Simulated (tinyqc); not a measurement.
From one set of inputs to another, one input at a time: equation-of-state fits to an energy-volume table made by a known binding curve. Computed by tinyqc, a small Python program. Command: `OMP_NUM_THREADS=1 python tinyqc.py 3001051 3001052 out.jsonl eosfit ladder`. One thread of a shared host (Intel(R) Xeon(R) Processor @ 2.30GHz), about 0.05 s of CPU time with the checks.

With x = (V/V_0)^(1/3), the energy per atom is E = D [m x^-n - n x^-m]/(n - m), so that B0 = D n m/(9 V_0) and B' = (n + m + 6)/3. B' = dB/dP at P = 0.

The inputs printed are set A. Inputs not listed in the table keep their values of set A, so the rows need not describe a real material.

Inputs (values chosen for the exercise, for a model crystal):
```
quantity                                  value             unit
cohesive energy D                          1.26          eV/atom
true volume V_0                            15.1  angstrom^3/atom
repulsive exponent n                         12                -
attractive exponent m                         2                -
half-width of the volume window w          0.06                -
shift of the window centre s             -0.014                -
points N                                      7                -
compression V/V_0 for the pressure test     0.8                -
noise amplitude                           0.042              meV
```

Binding curve: Mie. Noise: added.

numbers xi_j, drawn evenly from -1 to 1: -0.3029  0.7400  -0.1781  0.0403  -0.4451  0.4306  -0.5929  0.2564  0.5391  -0.3243  -0.0545  0.4851  -0.4431  -0.7902  0.8270  0.1392  -0.4113  0.8052  -0.1899  -0.3694  -0.9788

Constants: 1 eV/angstrom^3 = 160.2176634 GPa.

Method:
- B0 and B' from the formulas above; P = -dE/dV at V = c V_0 (c the compression chosen), from the curve itself.
- Table: V_j = V_0 [1 + s + w (2 j/(N - 1) - 1)], j = 0..N-1, rounded to 0.001; E_j from the curve plus the noise amplitude times the listed numbers xi_j (xi_0 first), rounded to 1e-7 eV.
- Third-order Birch-Murnaghan is a cubic in u = V^(-2/3): fit it by linear least squares, find the minimum, and take B0 = V E''(V), B' = -1 - V E'''/E'' there.

Each row keeps all changes above it:
```
input moved                              from    to  exact B'  exact pressure at c V_0 (GPa)  fitted B0 (GPa)
set A                                       -     -    6.6667                         17.126           35.660
true volume V_0 (angstrom^3/atom)        15.1  18.7    6.6667                         13.829           28.794
attractive exponent m                       2     1    6.3333                          6.694           14.384
repulsive exponent n                       12     5    4.0000                          2.099            5.982
half-width of the volume window w        0.06  0.16    4.0000                          2.099            5.997
cohesive energy D (eV/atom)              1.26  5.42    4.0000                          9.028           25.811
compression V/V_0 for the pressure test   0.8  0.85    4.0000                          5.814           25.811
```

Exact B' goes from 6.67 to 4.00, a factor 0.600 in all. The largest single move comes from repulsive exponent n (a factor 0.632). Exact pressure at c V_0 goes from 17.1 to 5.81, a factor 0.340 in all. The largest single move comes from cohesive energy D (a factor 4.30), but it runs against the net change; the largest move in the direction of the net change is repulsive exponent n (a factor 0.314). Fitted B0 goes from 35.7 to 25.8, a factor 0.724 in all. The largest single move comes from cohesive energy D (a factor 4.30), but it runs against the net change; the largest move in the direction of the net change is repulsive exponent n (a factor 0.416). The single moves hold for this order of the switches; the total does not depend on the order.

Extremes, crossings and ranges named in words are read from the listed rows.
